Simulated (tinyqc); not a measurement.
Kinetics of strain relaxation and threading dislocations in mismatched semiconductor layers: one step, computed by the program tinyqc.

60-degree dislocations on {111} planes of a (001) layer, isotropic elasticity. The Schmid factor is 1/sqrt(6), and a misfit segment relieves strain with b/2.

Question. Relaxation in the anneal. Excess resolved stress tau = (1/sqrt 6) [2 G (1 + nu)/(1 - nu)] (e - e_eq), e_eq = b (1 - nu/4) [ln(h/b) + 1]/(4 pi (1 + nu) h), the Matthews-Blakeslee strain of an uncapped layer; glide velocity v = v0 tau exp(-Q/(k_B T)), tau in MPa. Threads run in two directions, so de/dt = -(b/4) rho v, with rho fixed. With x = e - e_eq, x0 = f - e_eq (fully strained at t = 0) and v = m S x (m the mobility, S x = tau): x = x0 exp(-t/t_r), t_r = 4/(b rho_0 m S). The half time is that at which x = x0/2.

Inputs (values chosen for the exercise, modelled on Si(0.7)Ge(0.3) on Si):
```
quantity                        value      unit
misfit f                       0.0131         -
shear modulus G                  60.4       GPa
Poisson ratio nu                 0.27         -
Burgers vector b                 3.89  angstrom
anneal temperature T              841         K
anneal time t                     140         s
initial thread density rho_0   510000    1/cm^2
multiplication constant delta   37000       1/m
```

Sources: fixed density of threads.

mobility v/tau = 1.032909e-07 m/s per MPa

equilibrium strain e_eq = 0.004283146

Give: strain left e; share of the excess strain relieved; thread density; half time.

Answer.

strain left e = 0.0090482

share of the excess strain relieved = 45.955 %

thread density = 510000 1/cm^2

half time = 157.70 s

Relaxation is under way. The misfit lines laid down are 0.048 micrometre apart. Caution: blocking of threads by crossing misfit lines, left out here, leaves real layers with more strain.
